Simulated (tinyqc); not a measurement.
Time-domain thermoreflectance: layered heat flow under a modulated pulse train, and what the signal ratio measures: one step, computed by the program tinyqc. Command: `OMP_NUM_THREADS=1 python tinyqc.py 3111310 3111311 out.jsonl tdtr walk`. One thread of a shared host (Intel(R) Xeon(R) Processor @ 2.30GHz), about 0.2 s of CPU time with the checks.

Pulses repeat at 80 MHz; heat is laid down at the surface, all layers are isotropic, and the film is in perfect contact with the substrate.

Problem. Length and time scales. Penetration depth sqrt(kappa/(pi f C)); effusivity sqrt(kappa C); cooling time of the metal d C_m/G; Kapitza length kappa/G.

Inputs (values chosen for the exercise, modelled on aluminium on GaN):

| quantity | value | unit |
|---|---|---|
| metal thickness d | 90 | nm |
| metal heat capacity | 2.42 | MJ/(m^3 K) |
| boundary conductance G under the metal | 67 | MW/(m^2 K) |
| substrate conductivity kappa | 178 | W/(m K) |
| substrate heat capacity C | 2.6 | MJ/(m^3 K) |
| modulation frequency f | 1 | MHz |
| spot radius w (1/e^2, pump and probe) | 22 | micrometre |

Stack: metal, film, substrate.

Give: penetration depth; effusivity; cooling time of the metal; Kapitza length; depth over spot radius.

Solution.

penetration depth = 4.668 micrometre

effusivity = 21513 W s^(1/2)/(m^2 K)

cooling time of the metal = 3251 ps

Kapitza length = 2657 nm

depth over spot radius = 0.2122
